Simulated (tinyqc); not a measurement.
Trap density from one capacitance.

Question. Traps spread evenly through the insulator exchange electrons with the semiconductor by tunnelling, with tau(x) = t0 exp(2 ka x) at depth x from the interface. The admittance per area Y seen at depth x obeys dY/dx = -Y^2/(i w eps0 eox) + q Nb ln(1 + i w tau)/tau, with Y(0) = i w Cs and w = 2 pi f; the gate sees Y(tox) = G + i w C. Working variable y = Y/(i w), in uF/cm^2. Cox = eps0 eox/tox. Find Nb and G/w.

Inputs (values chosen for the exercise):
```
symbol  value     unit                                               meaning
eox      4.08                         relative permittivity of the insulator
tox       3.1       nm                                   insulator thickness
Cs        7.2  uF/cm^2             semiconductor capacitance in accumulation
ka        5.3     1/nm  decay constant of the wave function in the insulator
t0      3e-10        s              time constant of a trap at the interface
f       10000       Hz                                             frequency
```

Constants: q = 1.602176634e-19 C, eps0 = 8.8541878128e-14 F/cm where lengths are in cm. Results are converted to the units shown.

C = 1.0264895 uF/cm^2

Solution. C rises steadily with Nb, so one density matches; in practice ka and t0 must come from the frequency dependence.

Nb = 1.400e19 cm^-3 eV^-1
G/w = 0.006456 uF/cm^2

Numbers from tinyqc (`OMP_NUM_THREADS=1 python tinyqc.py 2202212 2202213 out.jsonl`; about 0.4 s on one thread of a shared Intel Xeon 2.30GHz).
